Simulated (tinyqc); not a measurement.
Worked calculation: empirical pseudopotential in a few plane waves. One step of it, computed by the program tinyqc.

Question. Levels at G. Diagonalise the Hermitian matrix.

H(k) at G (eV), lower triangle (Hermitian):
```
                     +0+0+0               -1-1-1               -1-1+1               -1+1-1
+0+0+0             0.000000
-1-1-1   2.308963-0.923585i            15.474492
-1-1+1  -2.308963-0.923585i   0.000000+1.034033i            15.474492
-1+1-1  -2.308963-0.923585i   0.000000+1.034033i             0.000000            15.474492
-1+1+1  -2.308963+0.923585i             0.000000   0.000000+1.034033i   0.000000+1.034033i
+1-1-1  -2.308963-0.923585i   0.000000+1.034033i             0.000000             0.000000
+1-1+1  -2.308963+0.923585i             0.000000   0.000000+1.034033i             0.000000
+1+1-1  -2.308963+0.923585i             0.000000             0.000000   0.000000+1.034033i
+1+1+1   2.308963+0.923585i             0.000000             0.000000             0.000000
-2+0+0   0.000000-1.034033i  -2.308963+0.923585i  -2.308963-0.923585i  -2.308963-0.923585i
+0-2+0   0.000000-1.034033i  -2.308963+0.923585i  -2.308963-0.923585i   0.538758-0.355965i
+0+0-2   0.000000-1.034033i  -2.308963+0.923585i   0.538758-0.355965i  -2.308963-0.923585i
+0+0+2   0.000000+1.034033i  -0.538758-0.355965i   2.308963+0.923585i  -0.538758+0.355965i
+0+2+0   0.000000+1.034033i  -0.538758-0.355965i  -0.538758+0.355965i   2.308963+0.923585i
+2+0+0   0.000000+1.034033i  -0.538758-0.355965i  -0.538758+0.355965i  -0.538758+0.355965i

                     -1+1+1               +1-1-1               +1-1+1               +1+1-1
-1+1+1            15.474492
+1-1-1             0.000000            15.474492
+1-1+1             0.000000   0.000000+1.034033i            15.474492
+1+1-1             0.000000   0.000000+1.034033i             0.000000            15.474492
+1+1+1   0.000000+1.034033i             0.000000   0.000000+1.034033i   0.000000+1.034033i
-2+0+0   2.308963-0.923585i   0.538758-0.355965i  -0.538758-0.355965i  -0.538758-0.355965i
+0-2+0  -0.538758-0.355965i  -2.308963-0.923585i   2.308963-0.923585i  -0.538758-0.355965i
+0+0-2  -0.538758-0.355965i  -2.308963-0.923585i  -0.538758-0.355965i   2.308963-0.923585i
+0+0+2  -2.308963+0.923585i  -0.538758+0.355965i  -2.308963+0.923585i   0.538758+0.355965i
+0+2+0  -2.308963+0.923585i  -0.538758+0.355965i   0.538758+0.355965i  -2.308963+0.923585i
+2+0+0   0.538758+0.355965i   2.308963+0.923585i  -2.308963+0.923585i  -2.308963+0.923585i

                     +1+1+1     -2+0+0     +0-2+0     +0+0-2
+1+1+1            15.474492
-2+0+0  -0.538758+0.355965i  20.632656
+0-2+0  -0.538758+0.355965i   0.000000  20.632656
+0+0-2  -0.538758+0.355965i   0.000000   0.000000  20.632656
+0+0+2  -2.308963-0.923585i   0.000000   0.000000   0.000000
+0+2+0  -2.308963-0.923585i   0.000000   0.000000   0.000000
+2+0+0  -2.308963-0.923585i   0.000000   0.000000   0.000000

           +0+0+2     +0+2+0     +2+0+0
+0+0+2  20.632656
+0+2+0   0.000000  20.632656
+2+0+0   0.000000   0.000000  20.632656
```

Give: eigenvalues.

Answer.

eigenvalues (eV): -4.1790  11.2753  11.2753  11.2753  11.3790  15.9828  15.9828  15.9828  19.1623  20.6327  20.6327  24.3236  24.3236  24.3236  25.2193
